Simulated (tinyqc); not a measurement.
# Single-photon avalanche diode, trigger probability and counting: two studies

A multiplication layer of width W with the uniform field V/W; alpha = an exp(-bn/E) for electrons, beta = ap exp(-bp/E) for holes (local model, no dead space). a = alpha W, b = beta W. Electrons enter at x = 0, holes at x = W. P0 is the probability that an electron entering at 0 starts a lasting avalanche, PW the same for a hole entering at W.

Parameters, values chosen for the exercise; ionisation coefficients close to those of indium phosphide:
- an = 1.1e7 1/cm (electron prefactor)
- bn = 3.17 MV/cm (electron field)
- ap = 4.91e6 1/cm (hole prefactor)
- bp = 2.53 MV/cm (hole field)
- W = 0.5 um (width of the multiplication layer)
- eta = 0.48 (probability that a photon makes a pair that enters the layer)
- Gd = 7400 1/s (thermal generation rate in the layer)
- td = 100 ns (dead time)
- Cd = 45 fF (diode capacitance)
- Rq = 100 kohm (quench resistance)
- pa = 1.3e-7 (trapping probability per avalanche carrier)
- tt = 17 ns (trap release time)
- nph = 2.8e7 1/s (photon rate)

Constants: q = 1.602176634e-19 C. Results are converted to the units shown.

Each table varies one quantity; the others keep the values above.

## Effect of the width of the multiplication layer

Breakdown: ln(a/b) = a - b with a not equal to b. Above it PW/(1 - PW) = [P0/(1 - P0)] exp(b - a) and b ln(1 - P0) = a ln(1 - PW); the mean over pairs made evenly in the layer is Pm = ln[(1 - PW)/(1 - P0)]/(a - b). The excess bias is 10 % of VB in every row.

Results:

| W (um) | VB (V) | E at VB (MV/cm) | beta/alpha at VB | P0 | PW |
|---|---|---|---|---|---|
| 0.15 | 9.0856 | 0.60571 | 1.2840 | 0.57401 | 0.63041 |
| 0.25 | 13.652 | 0.54608 | 1.4410 | 0.59462 | 0.68953 |
| 0.67 | 30.731 | 0.45867 | 1.8017 | 0.62415 | 0.78839 |
| 1.1 | 46.683 | 0.42439 | 2.0166 | 0.63476 | 0.82982 |
| 1.8 | 71.102 | 0.39501 | 2.2560 | 0.64294 | 0.86536 |
| 3 | 110.55 | 0.36850 | 2.5349 | 0.64924 | 0.89646 |
| 5 | 172.63 | 0.34527 | 2.8491 | 0.65355 | 0.92206 |

Estimate the missing row, W = 0.41 um.

Computed row:

| W (um) | VB (V) | E at VB (MV/cm) | beta/alpha at VB | P0 | PW |
|---|---|---|---|---|---|
| 0.41 | 20.437 | 0.49846 | 1.6118 | 0.61097 | 0.74180 |

With this row back in the table: As W grows, VB rises from 9.09 to 173 V, as W^(0.84) on average, the breakdown field falls from 0.606 to 0.345 MV/cm and beta/alpha rises from 1.28 to 2.85. At equal relative excess P0 rises from 0.574 to 0.654 and PW rises from 0.630 to 0.922. For W = 0.15, 0.25 dead space and band-to-band tunnelling, left out here, matter.

## Effect of the excess bias

PDP = eta P0; dark counts Gd Pm; avalanche charge Cd Vx/q; afterpulse probability pa (Cd Vx/q) exp(-td/tt) Pm; true rate n = nph PDP + dark counts; measured n/(1 + n td) (non-paralysable) or n exp(-n td) (paralysable); recharge time Rq Cd.

Results:

| Vx (V) | Vx/VB (%) | P0 | PW | Pm | PDP | dark counts (1/s) | afterpulse (%) |
|---|---|---|---|---|---|---|---|
| 0.24 | 0.9967 | 0.08566 | 0.1384 | 0.1102 | 0.04112 | 815.6 | 2.693e-4 |
| 0.38 | 1.578 | 0.1327 | 0.2095 | 0.1688 | 0.06369 | 1249 | 6.529e-4 |
| 0.96 | 3.987 | 0.3063 | 0.4434 | 0.3732 | 0.1470 | 2761 | 0.003647 |
| 1.5 | 6.229 | 0.4405 | 0.5957 | 0.5184 | 0.2114 | 3836 | 0.007917 |
| 2.4 | 9.967 | 0.6153 | 0.7602 | 0.6909 | 0.2954 | 5113 | 0.01688 |
| 3.8 | 15.78 | 0.7947 | 0.8921 | 0.8477 | 0.3814 | 6273 | 0.03279 |
| 6.1 | 25.33 | 0.9363 | 0.9712 | 0.9560 | 0.4494 | 7074 | 0.05937 |
| 9.6 | 39.87 | 0.9929 | 0.9967 | 0.9950 | 0.4766 | 7363 | 0.09725 |

Estimate the missing row, Vx = 0.61 V.

Computed row:

| Vx (V) | Vx/VB (%) | P0 | PW | Pm | PDP | dark counts (1/s) | afterpulse (%) |
|---|---|---|---|---|---|---|---|
| 0.61 | 2.533 | 0.2055 | 0.3129 | 0.2567 | 0.09863 | 1900 | 0.001594 |

With this row back in the table: VB is 24.08 V. P0 rises from 0.0857 to 0.993 and PW rises from 0.138 to 0.997; P0 goes as Vx^(0.95) at the start and Vx^(0.13) at the end. Holes trigger better in every row. The afterpulse probability keeps growing, as Vx^(1.09) at the end, because the avalanche charge grows with Vx. For Vx = 6.1, 9.6 the excess bias passes a quarter of VB, where tunnelling adds dark counts that are left out here.

Computed by the program tinyqc: `OMP_NUM_THREADS=1 python tinyqc.py 2630143 2630144 out.jsonl`, one thread of a shared Intel Xeon 2.30GHz, about 0.01 s for the whole run.
